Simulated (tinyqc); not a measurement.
Worked calculation (part 2 of 3): ROHF in the 3-21g basis, for H3, spin multiplicity 2. Computed by tinyqc, a small Python program that keeps every step (integrals from PySCF). Command: `OMP_NUM_THREADS=1 python tinyqc.py 30749 30750 out.jsonl` (the two numbers bound the seeds that draw the settings). One thread of a shared host (Intel(R) Xeon(R) Processor @ 2.60GHz), about 0.07 s of CPU time with the checks.

Geometry (angstrom):
```
atom         x         y         z
H     0.000000  0.000000  0.000000
H     0.000000  0.000000  0.877000
H     0.000000  0.788000  0.383000
```

## Iteration 2: diagonalisation and new density

effective F (hartree):
```
           1H 1s      1H 2s      2H 1s      2H 2s      3H 1s      3H 2s
1H 1s   0.014330  -0.546722  -0.491214  -0.520078  -0.493808  -0.521475
1H 2s  -0.546722  -0.458686  -0.503052  -0.485883  -0.505057  -0.486969
2H 1s  -0.491214  -0.503052   0.040838  -0.543079  -0.407349  -0.462382
2H 2s  -0.520078  -0.485883  -0.543079  -0.437526  -0.462891  -0.462324
3H 1s  -0.493808  -0.505057  -0.407349  -0.462891   0.038984  -0.544174
3H 2s  -0.521475  -0.486969  -0.462382  -0.462324  -0.544174  -0.438958
```

X:
```
           1H 1s      1H 2s      2H 1s      2H 2s      3H 1s      3H 2s
1H 1s   1.253256  -0.493409  -0.067383   0.031154  -0.067831   0.031229
1H 2s  -0.493409   1.960241   0.027162  -0.563662   0.027288  -0.564947
2H 1s  -0.067383   0.027162   1.249596  -0.491140  -0.040801   0.024099
2H 2s   0.031154  -0.563662  -0.491140   1.891842   0.024151  -0.482480
3H 1s  -0.067831   0.027288  -0.040801   0.024151   1.249671  -0.491172
3H 2s   0.031229  -0.564947   0.024099  -0.482480  -0.491172   1.892917
```

Diagonalise F' = X^T F X, C = X C', fill 2 alpha and 1 beta electrons from the bottom; D(s) = C_occ C_occ^T. Each column has its largest component positive (the first on a tie).

F' = X^T F X (hartree):
```
           1          2          3          4          5          6
1   0.638544  -0.583924  -0.311206  -0.101992  -0.313919  -0.103370
2  -0.583924   0.277433  -0.092706  -0.171604  -0.094259  -0.172513
3  -0.311206  -0.092706   0.660095  -0.653644  -0.199480  -0.056635
4  -0.101992  -0.171604  -0.653644   0.304627  -0.056484  -0.148889
5  -0.313919  -0.094259  -0.199480  -0.056484   0.658721  -0.652623
6  -0.103370  -0.172513  -0.056635  -0.148889  -0.652623   0.303184
```

orbital energies (hartree): MO1 -0.767898, MO2 0.025647, MO3 0.170003, MO4 0.828456, MO5 1.286018, MO6 1.300378

coefficients C:
```
            MO1        MO2        MO3        MO4        MO5        MO6
1H 1s  0.275054  -0.002195   0.180044   0.782801   0.028001  -1.050501
1H 2s  0.198696  -0.013209   1.545536  -0.688331  -0.033702   1.349477
2H 1s  0.247239   0.236633  -0.103494   0.575599   0.939098   0.684967
2H 2s  0.178905   1.160734  -0.769647  -0.417139  -1.256164  -0.805433
3H 1s  0.248513  -0.233242  -0.106656   0.579995  -0.968407   0.639357
3H 2s  0.182376  -1.145678  -0.796156  -0.424485   1.290745  -0.742954
```

D(alpha) after iteration 2:
```
          1H 1s     1H 2s      2H 1s      2H 2s      3H 1s      3H 2s
1H 1s  0.075660  0.054681   0.067485   0.046661   0.068866   0.052678
1H 2s  0.054681  0.039654   0.046000   0.020216   0.052459   0.051370
2H 1s  0.067485  0.046000   0.117122   0.318900   0.006249  -0.226014
2H 2s  0.046661  0.020216   0.318900   1.379310  -0.226272  -1.297199
3H 1s  0.068866  0.052459   0.006249  -0.226272   0.116160   0.312543
3H 2s  0.052678  0.051370  -0.226014  -1.297199   0.312543   1.345839
```

D(beta) after iteration 2:
```
          1H 1s     1H 2s     2H 1s     2H 2s     3H 1s     3H 2s
1H 1s  0.075655  0.054652  0.068004  0.049209  0.068354  0.050163
1H 2s  0.054652  0.039480  0.049125  0.035548  0.049378  0.036237
2H 1s  0.068004  0.049125  0.061127  0.044232  0.061442  0.045091
2H 2s  0.049209  0.035548  0.044232  0.032007  0.044460  0.032628
3H 1s  0.068354  0.049378  0.061442  0.044460  0.061758  0.045323
3H 2s  0.050163  0.036237  0.045091  0.032628  0.045323  0.033261
```

## Iteration 3: building the Fock matrix

core Hamiltonian H = T + V (hartree):
```
           1H 1s      1H 2s      2H 1s      2H 2s      3H 1s      3H 2s
1H 1s  -1.376294  -1.255525  -0.748470  -0.923870  -0.749852  -0.924517
1H 2s  -1.255525  -1.427005  -0.913753  -1.217635  -0.914563  -1.218148
2H 1s  -0.748470  -0.913753  -1.341940  -1.235467  -0.666118  -0.874042
2H 2s  -0.923870  -1.217635  -1.235467  -1.411099  -0.874205  -1.185577
3H 1s  -0.749852  -0.914563  -0.666118  -0.874205  -1.342514  -1.235797
3H 2s  -0.924517  -1.218148  -0.874042  -1.185577  -1.235797  -1.411352
```

nuclear repulsion = 1.77635865 hartree

Given earlier and not repeated: Two-electron integrals (ij|kl) in chemists' order.

J_ij = sum D_kl (ij|kl) with D = D(alpha) + D(beta), K_ij = sum D_kl (ik|jl) for each spin; F = H + J - K(s); E = tr D H + tr D J / 2 - 0.5 sum_s tr D(s) K(s) + E_nn.

Coulomb J (hartree):
```
          1H 1s     1H 2s     2H 1s     2H 2s     3H 1s     3H 2s
1H 1s  1.845190  1.112565  0.568124  0.765331  0.569432  0.765956
1H 2s  1.112565  1.410277  0.779787  1.155391  0.780119  1.155776
2H 1s  0.568124  0.779787  1.910299  1.144427  0.491904  0.741170
2H 2s  0.765331  1.155391  1.144427  1.433890  0.740881  1.128188
3H 1s  0.569432  0.780119  0.491904  0.740881  1.908992  1.143746
3H 2s  0.765956  1.155776  0.741170  1.128188  1.143746  1.433307
```

exchange K(alpha) (hartree):
```
          1H 1s     1H 2s     2H 1s     2H 2s     3H 1s     3H 2s
1H 1s  0.464950  0.426726  0.329881  0.381720  0.332329  0.383169
1H 2s  0.426726  0.476486  0.401591  0.462364  0.402343  0.462964
2H 1s  0.329881  0.401591  0.626481  0.523156  0.213847  0.331439
2H 2s  0.381720  0.462364  0.523156  0.535784  0.330752  0.423290
3H 1s  0.332329  0.402343  0.213847  0.330752  0.622308  0.520414
3H 2s  0.383169  0.462964  0.331439  0.423290  0.520414  0.533872
```

exchange K(beta) (hartree):
```
          1H 1s     1H 2s     2H 1s     2H 2s     3H 1s     3H 2s
1H 1s  0.451287  0.403036  0.307539  0.357494  0.308659  0.358023
1H 2s  0.403036  0.415568  0.341892  0.390673  0.343176  0.391301
2H 1s  0.307539  0.341892  0.400225  0.368586  0.280445  0.330485
2H 2s  0.357494  0.390673  0.368586  0.394682  0.331234  0.379347
3H 1s  0.308659  0.343176  0.280445  0.331234  0.402822  0.370432
3H 2s  0.358023  0.391301  0.330485  0.379347  0.370432  0.395924
```

F(alpha) (hartree):
```
           1H 1s      1H 2s      2H 1s      2H 2s      3H 1s      3H 2s
1H 1s   0.003945  -0.569686  -0.510228  -0.540259  -0.512749  -0.541730
1H 2s  -0.569686  -0.493214  -0.535556  -0.524608  -0.536787  -0.525337
2H 1s  -0.510228  -0.535556  -0.058122  -0.614195  -0.388061  -0.464311
2H 2s  -0.540259  -0.524608  -0.614195  -0.512994  -0.464076  -0.480679
3H 1s  -0.512749  -0.536787  -0.388061  -0.464076  -0.055830  -0.612466
3H 2s  -0.541730  -0.525337  -0.464311  -0.480679  -0.612466  -0.511917
```

F(beta) (hartree):
```
           1H 1s      1H 2s      2H 1s      2H 2s      3H 1s      3H 2s
1H 1s   0.017609  -0.545995  -0.487885  -0.516033  -0.489078  -0.516584
1H 2s  -0.545995  -0.432296  -0.475858  -0.452918  -0.477620  -0.453673
2H 1s  -0.487885  -0.475858   0.168134  -0.459625  -0.454658  -0.463358
2H 2s  -0.516033  -0.452918  -0.459625  -0.371891  -0.464558  -0.436737
3H 1s  -0.489078  -0.477620  -0.454658  -0.464558   0.163656  -0.462484
3H 2s  -0.516584  -0.453673  -0.463358  -0.436737  -0.462484  -0.373969
```

total energy of this density = -1.46969314 hartree

## Iteration 3: Roothaan effective Fock matrix

overlap S:
```
          1H 1s     1H 2s     2H 1s     2H 2s     3H 1s     3H 2s
1H 1s  1.000000  0.645899  0.285760  0.426344  0.286426  0.426688
1H 2s  0.645899  1.000000  0.426344  0.777572  0.426688  0.777953
2H 1s  0.285760  0.426344  1.000000  0.645899  0.246259  0.404842
2H 2s  0.426344  0.777572  0.645899  1.000000  0.404842  0.753572
3H 1s  0.286426  0.426688  0.246259  0.404842  1.000000  0.645899
3H 2s  0.426688  0.777953  0.404842  0.753572  0.645899  1.000000
```

With projectors Pc = D(beta) S, Po = (D(alpha) - D(beta)) S, Pv = 1 - D(alpha) S, the block xy is Px^T F Py; with Fc = (F(alpha) + F(beta))/2, the blocks are Fc for cc, oo, vv and cv, F(beta) for co and F(alpha) for ov.

effective F (hartree):
```
           1H 1s      1H 2s      2H 1s      2H 2s      3H 1s      3H 2s
1H 1s   0.010770  -0.557845  -0.498558  -0.527844  -0.501408  -0.529457
1H 2s  -0.557845  -0.462758  -0.505341  -0.488525  -0.507566  -0.489740
2H 1s  -0.498558  -0.505341   0.037853  -0.541253  -0.404015  -0.458999
2H 2s  -0.527844  -0.488525  -0.541253  -0.439291  -0.459690  -0.461349
3H 1s  -0.501408  -0.507566  -0.404015  -0.459690   0.036387  -0.542579
3H 2s  -0.529457  -0.489740  -0.458999  -0.461349  -0.542579  -0.440792
```

## Iteration 3: diagonalisation and new density

As before.

F' = X^T F X (hartree):
```
           1          2          3          4          5          6
1   0.646826  -0.598167  -0.317112  -0.103901  -0.320042  -0.105633
2  -0.598167   0.284700  -0.096143  -0.171466  -0.097715  -0.172595
3  -0.317112  -0.096143   0.653374  -0.646516  -0.196924  -0.051886
4  -0.103901  -0.171466  -0.646516   0.295328  -0.051914  -0.144582
5  -0.320042  -0.097715  -0.196924  -0.051914   0.652889  -0.646029
6  -0.105633  -0.172595  -0.051886  -0.144582  -0.646029   0.294286
```

orbital energies (hartree): MO1 -0.773184, MO2 0.015867, MO3 0.174276, MO4 0.828482, MO5 1.273565, MO6 1.308397

coefficients C:
```
            MO1        MO2        MO3        MO4        MO5        MO6
1H 1s  0.279779  -0.002350   0.181357   0.740567   0.001768  -1.079618
1H 2s  0.208849  -0.013598   1.541998  -0.653448  -0.003982   1.369595
2H 1s  0.246878   0.234614  -0.097221   0.601228  -0.957540   0.637519
2H 2s  0.171731   1.163951  -0.777867  -0.439515   1.274697  -0.751641
3H 1s  0.248206  -0.230896  -0.100724   0.603911   0.951570   0.644408
3H 2s  0.175741  -1.148266  -0.805195  -0.444342  -1.267697  -0.758723
```

D(alpha) after iteration 3:
```
          1H 1s     1H 2s      2H 1s      2H 2s      3H 1s      3H 2s
1H 1s  0.078282  0.058464   0.068520   0.045311   0.069985   0.051867
1H 2s  0.058464  0.043803   0.048370   0.020038   0.054977   0.052317
2H 1s  0.068520  0.048370   0.115992   0.315476   0.007105  -0.226013
2H 2s  0.045311  0.020038   0.315476   1.384274  -0.226127  -1.306345
3H 1s  0.069985  0.054977   0.007105  -0.226127   0.114919   0.308750
3H 2s  0.051867  0.052317  -0.226013  -1.306345   0.308750   1.349399
```

D(beta) after iteration 3:
```
          1H 1s     1H 2s     2H 1s     2H 2s     3H 1s     3H 2s
1H 1s  0.078276  0.058432  0.069071  0.048047  0.069443  0.049169
1H 2s  0.058432  0.043618  0.051560  0.035866  0.051837  0.036703
2H 1s  0.069071  0.051560  0.060949  0.042397  0.061276  0.043387
2H 2s  0.048047  0.035866  0.042397  0.029492  0.042625  0.030180
3H 1s  0.069443  0.051837  0.061276  0.042625  0.061606  0.043620
3H 2s  0.049169  0.036703  0.043387  0.030180  0.043620  0.030885
```

## Iteration 4: building the Fock matrix

As before.

Coulomb J (hartree):
```
          1H 1s     1H 2s     2H 1s     2H 2s     3H 1s     3H 2s
1H 1s  1.852955  1.116304  0.568873  0.767375  0.570180  0.768002
1H 2s  1.116304  1.412876  0.779439  1.156090  0.779748  1.156468
2H 1s  0.568873  0.779439  1.907618  1.143145  0.491339  0.740394
2H 2s  0.767375  1.156090  1.143145  1.432996  0.740083  1.127520
3H 1s  0.570180  0.779748  0.491339  0.740083  1.906207  1.142413
3H 2s  0.768002  1.156468  0.740394  1.127520  1.142413  1.432377
```

exchange K(alpha) (hartree):
```
          1H 1s     1H 2s     2H 1s     2H 2s     3H 1s     3H 2s
1H 1s  0.472192  0.431339  0.331270  0.384072  0.333779  0.385571
1H 2s  0.431339  0.478968  0.401175  0.462575  0.401876  0.463165
2H 1s  0.331270  0.401175  0.623236  0.520868  0.212710  0.329751
2H 2s  0.384072  0.462575  0.520868  0.533944  0.328991  0.421493
3H 1s  0.333779  0.401876  0.212710  0.328991  0.618706  0.517895
3H 2s  0.385571  0.463165  0.329751  0.421493  0.517895  0.531881
```

exchange K(beta) (hartree):
```
          1H 1s     1H 2s     2H 1s     2H 2s     3H 1s     3H 2s
1H 1s  0.458567  0.407700  0.309026  0.359910  0.310229  0.360490
1H 2s  0.407700  0.418101  0.341607  0.390924  0.342994  0.391615
2H 1s  0.309026  0.341607  0.397841  0.366544  0.279014  0.328820
2H 2s  0.359910  0.390924  0.366544  0.392779  0.329623  0.377669
3H 1s  0.310229  0.342994  0.279014  0.329623  0.400642  0.368550
3H 2s  0.360490  0.391615  0.328820  0.377669  0.368550  0.394148
```

F(alpha) (hartree):
```
           1H 1s      1H 2s      2H 1s      2H 2s      3H 1s      3H 2s
1H 1s   0.004469  -0.570561  -0.510867  -0.540567  -0.513452  -0.542086
1H 2s  -0.570561  -0.493097  -0.535489  -0.524120  -0.536691  -0.524845
2H 1s  -0.510867  -0.535489  -0.057558  -0.613190  -0.387489  -0.463399
2H 2s  -0.540567  -0.524120  -0.613190  -0.512047  -0.463112  -0.479551
3H 1s  -0.513452  -0.536691  -0.387489  -0.463112  -0.055013  -0.611279
3H 2s  -0.542086  -0.524845  -0.463399  -0.479551  -0.611279  -0.510856
```

F(beta) (hartree):
```
           1H 1s      1H 2s      2H 1s      2H 2s      3H 1s      3H 2s
1H 1s   0.018093  -0.546921  -0.488623  -0.516405  -0.489902  -0.517005
1H 2s  -0.546921  -0.432230  -0.475920  -0.452469  -0.477809  -0.453295
2H 1s  -0.488623  -0.475920   0.167836  -0.458866  -0.453792  -0.462469
2H 2s  -0.516405  -0.452469  -0.458866  -0.370882  -0.463744  -0.435727
3H 1s  -0.489902  -0.477809  -0.453792  -0.463744   0.163052  -0.461934
3H 2s  -0.517005  -0.453295  -0.462469  -0.435727  -0.461934  -0.373122
```

total energy of this density = -1.46989788 hartree

## Iteration 4: Roothaan effective Fock matrix

As before.

effective F (hartree):
```
           1H 1s      1H 2s      2H 1s      2H 2s      3H 1s      3H 2s
1H 1s   0.011273  -0.558746  -0.499211  -0.528157  -0.502206  -0.529872
1H 2s  -0.558746  -0.462666  -0.505312  -0.488033  -0.507637  -0.489328
2H 1s  -0.499211  -0.505312   0.038084  -0.540362  -0.403387  -0.458080
2H 2s  -0.528157  -0.488033  -0.540362  -0.438318  -0.458793  -0.460241
3H 1s  -0.502206  -0.507637  -0.403387  -0.458793   0.036581  -0.541743
3H 2s  -0.529872  -0.489328  -0.458080  -0.460241  -0.541743  -0.439908
```

## Iteration 4: diagonalisation and new density

As before.

F' = X^T F X (hartree):
```
           1          2          3          4          5          6
1   0.648908  -0.600195  -0.317903  -0.103765  -0.320958  -0.105640
2  -0.600195   0.285736  -0.096772  -0.171276  -0.098422  -0.172497
3  -0.317903  -0.096772   0.652957  -0.645459  -0.196660  -0.051162
4  -0.103765  -0.171276  -0.645459   0.295126  -0.051188  -0.143806
5  -0.320958  -0.098422  -0.196660  -0.051188   0.652474  -0.644943
6  -0.105640  -0.172497  -0.051162  -0.143806  -0.644943   0.294015
```

orbital energies (hartree): MO1 -0.772929, MO2 0.015292, MO3 0.175201, MO4 0.828914, MO5 1.272445, MO6 1.310292

coefficients C:
```
            MO1        MO2        MO3        MO4        MO5        MO6
1H 1s  0.280205  -0.002469   0.181224   0.734707   0.001362  -1.083527
1H 2s  0.211294  -0.014325   1.541642  -0.648738  -0.003514   1.371852
2H 1s  0.247042   0.234514  -0.096251   0.604454  -0.957394   0.634802
2H 2s  0.169992   1.164645  -0.778598  -0.442227   1.274227  -0.749408
3H 1s  0.248425  -0.230584  -0.099956   0.607248   0.951818   0.641044
3H 2s  0.174308  -1.148102  -0.807250  -0.447205  -1.267672  -0.755469
```

D(alpha) after iteration 4:
```
          1H 1s     1H 2s      2H 1s      2H 2s      3H 1s      3H 2s
1H 1s  0.078521  0.059241   0.068643   0.044757   0.070179   0.051677
1H 2s  0.059241  0.044851   0.048839   0.019235   0.055794   0.053277
2H 1s  0.068643  0.048839   0.116027   0.315121   0.007296  -0.226184
2H 2s  0.044757  0.019235   0.315121   1.385295  -0.226318  -1.307500
3H 1s  0.070179  0.055794   0.007296  -0.226318   0.114884   0.308037
3H 2s  0.051677  0.053277  -0.226184  -1.307500   0.308037   1.348522
```

D(beta) after iteration 4:
```
          1H 1s     1H 2s     2H 1s     2H 2s     3H 1s     3H 2s
1H 1s  0.078515  0.059206  0.069222  0.047633  0.069610  0.048842
1H 2s  0.059206  0.044645  0.052199  0.035918  0.052491  0.036830
2H 1s  0.069222  0.052199  0.061030  0.041995  0.061371  0.043061
2H 2s  0.047633  0.035918  0.041995  0.028897  0.042230  0.029631
3H 1s  0.069610  0.052491  0.061371  0.042230  0.061715  0.043303
3H 2s  0.048842  0.036830  0.043061  0.029631  0.043303  0.030383
```

## Iteration 39 (converged): orbitals

converged F (hartree):
```
           1H 1s      1H 2s      2H 1s      2H 2s      3H 1s      3H 2s
1H 1s   0.011468  -0.558898  -0.497928  -0.527313  -0.503662  -0.530650
1H 2s  -0.558898  -0.462677  -0.504273  -0.487238  -0.508692  -0.489839
2H 1s  -0.497928  -0.504273   0.038705  -0.539551  -0.403280  -0.457567
2H 2s  -0.527313  -0.487238  -0.539551  -0.437242  -0.458879  -0.459915
3H 1s  -0.503662  -0.508692  -0.403280  -0.458879   0.036108  -0.542088
3H 2s  -0.530650  -0.489839  -0.457567  -0.459915  -0.542088  -0.440344
```

As before.

F' = X^T F X (hartree):
```
           1          2          3          4          5          6
1   0.649424  -0.600663  -0.316861  -0.102616  -0.322268  -0.106583
2  -0.600663   0.285830  -0.096049  -0.170620  -0.099537  -0.173107
3  -0.316861  -0.096049   0.653086  -0.645490  -0.196653  -0.051012
4  -0.102616  -0.170620  -0.645490   0.295878  -0.051040  -0.143618
5  -0.322268  -0.099537  -0.196653  -0.051040   0.652192  -0.644421
6  -0.106583  -0.173107  -0.051012  -0.143618  -0.644421   0.293466
```

orbital energies (hartree): MO1 -0.772805, MO2 0.015250, MO3 0.175403, MO4 0.829044, MO5 1.272273, MO6 1.310712

coefficients C:
```
            MO1        MO2        MO3        MO4        MO5        MO6
1H 1s  0.280213  -0.004801   0.181132   0.733490   0.007078  -1.084335
1H 2s  0.212131  -0.029338   1.541306  -0.647755  -0.005510   1.372319
2H 1s  0.246485   0.236472  -0.094240   0.604095   0.953665   0.640524
2H 2s  0.167136   1.172866  -0.765339  -0.441179  -1.270055  -0.758531
3H 1s  0.249135  -0.228526  -0.101608   0.608966  -0.955555   0.634019
3H 2s  0.176168  -1.139457  -0.820835  -0.449400   1.271738  -0.745284
```

D(alpha) after iteration 39:
```
          1H 1s     1H 2s      2H 1s      2H 2s      3H 1s      3H 2s
1H 1s  0.078542  0.059583   0.067933   0.041203   0.070908   0.054835
1H 2s  0.059583  0.045860   0.045349   0.001045   0.059554   0.070800
2H 1s  0.067933  0.045349   0.116674   0.318546   0.007368  -0.226026
2H 2s  0.041203  0.001045   0.318546   1.403549  -0.226390  -1.306986
3H 1s  0.070908  0.059554   0.007368  -0.226390   0.114292   0.304285
3H 2s  0.054835  0.070800  -0.226026  -1.306986   0.304285   1.329397
```

D(beta) after iteration 39:
```
          1H 1s     1H 2s     2H 1s     2H 2s     3H 1s     3H 2s
1H 1s  0.078519  0.059442  0.069068  0.046833  0.069811  0.049365
1H 2s  0.059442  0.045000  0.052287  0.035455  0.052849  0.037371
2H 1s  0.069068  0.052287  0.060755  0.041196  0.061408  0.043423
2H 2s  0.046833  0.035455  0.041196  0.027934  0.041639  0.029444
3H 1s  0.069811  0.052849  0.061408  0.041639  0.062068  0.043890
3H 2s  0.049365  0.037371  0.043423  0.029444  0.043890  0.031035
```
